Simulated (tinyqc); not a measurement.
MOS structure on a p-type body with a surface-enhanced doping, non-linear Poisson equation by Newton steps: two steps of the calculation.

One dimension, insulator interface at x = 0, acceptor density Na + N0 exp(-x/Ls), net doping C = -(acceptor density). psi is counted from the intrinsic level: n = ni exp((psi - Vb)/Vt), p = ni exp(-psi/Vt); deep in the body psi_b = -Vt ln(Na/ni). The gate acts through Cox = eps0 eox/tox and has the potential psi_G = Vg - (phiM - chi - Vt ln(Nc/ni)). Boltzmann statistics, full ionisation, classical densities, no oxide or interface charge. Acceptors in real wide-gap material are deep and only partly ionised in the neutral body.

Parameters, values chosen for the exercise; band and dielectric values close to those of 4H silicon carbide:
```
symbol,value,unit,meaning
T,350,K,temperature
Eg,3.29,eV,band gap
Nc,2.14e19,cm^-3,conduction-band density of states at T
Nv,3.14e19,cm^-3,valence-band density of states at T
chi,3.61,eV,electron affinity
Na,7.7e15,cm^-3,acceptor density deep in the body
eox,21.4,,relative permittivity of the gate insulator (close to hafnium oxide)
tox,22,nm,insulator thickness
phiM,4.3,eV,gate work function
Vb,0,V,electron quasi-Fermi potential against the body
Vg,1.06,V,gate voltage against the body
```

Constants: q = 1.602176634e-19 C, kB = 1.380649e-23 J/K, Vt = kB T/q, eps0 = 8.8541878128e-14 F/cm where lengths are in cm. Results are converted to the units shown.

Task 1. Scales and end potentials. ni = sqrt(Nc Nv) exp(-Eg/(2 Vt)), Eg in volts; Cox, psi_G and psi_b as defined.

Give: ni; Cox; psi_G; psi_b.

Result 1.

ni = 5.330e-5 cm^-3
Cox = 0.8613 uF/cm^2
psi_G = 2.009 V
psi_b = -1.400 V

Task 2. Converged densities and sheet charges. n and p as above; box widths w_i (half boxes at both ends); band bending psi_0 - psi_b; N_inv = sum w n; N_dep = -sum w (p + C); centroid sum w n x/N_inv; gate charge Cox (psi_G - psi_0)/q.

```
node  x (nm)  converged psi (V)  net doping C (cm^-3)
0          0          1.6193947              -3.07e16
1        0.4          1.6052574         -3.0607258e16
2       1.11          1.5853470         -3.0443562e16
3       2.39          1.5581448         -3.0151396e16
4       4.67          1.5210677         -2.9640242e16
5       8.73          1.4661025         -2.8758671e16
6         16          1.3752618         -2.7267657e16
7         29          1.2204436         -2.4859723e16
8       52.1          0.9649175         -2.1288605e16
9       93.4          0.5614869         -1.6653637e16
10       167         -0.0245917         -1.1957259e16
11       299         -0.7695558         -8.8222013e15
12       534         -1.3779837         -7.8045129e15
13       955         -1.3998672         -7.7014870e15
14      1700         -1.4000461         -7.7000008e15
```

ni = 5.3298408e-5 cm^-3

Give: n; p; band bending; N_inv; N_dep; centroid of the electrons; gate charge over q.

Result 2.

```
node  n (cm^-3)  p (cm^-3)
0      1.109e19  2.561e-28
1      6.941e18  4.093e-28
2      3.587e18  7.920e-28
3      1.455e18  1.952e-27
4      4.257e17  6.673e-27
5      6.881e16  4.128e-26
6      3.385e15  8.391e-25
7      1.997e13  1.423e-22
8       4.177e9  6.800e-19
9          6483  4.382e-13
10     2.358e-5   1.205e-4
11    4.422e-16    6.424e6
12    7.667e-25   3.705e15
13    3.711e-25   7.654e15
14    3.689e-25   7.700e15
```

band bending = 3.019 V
N_inv = 1.400e12 cm^-2
N_dep = 6.951e11 cm^-2
centroid of the electrons = 1.568 nm
gate charge over q = 2.096e12 cm^-2

N_inv + N_dep is within 0.01 % of the gate charge.

Computed by the program tinyqc: `OMP_NUM_THREADS=1 python tinyqc.py 2080079 2080080 out.jsonl`, one thread of a shared Intel Xeon 2.30GHz, about 0.5 s for the whole run.
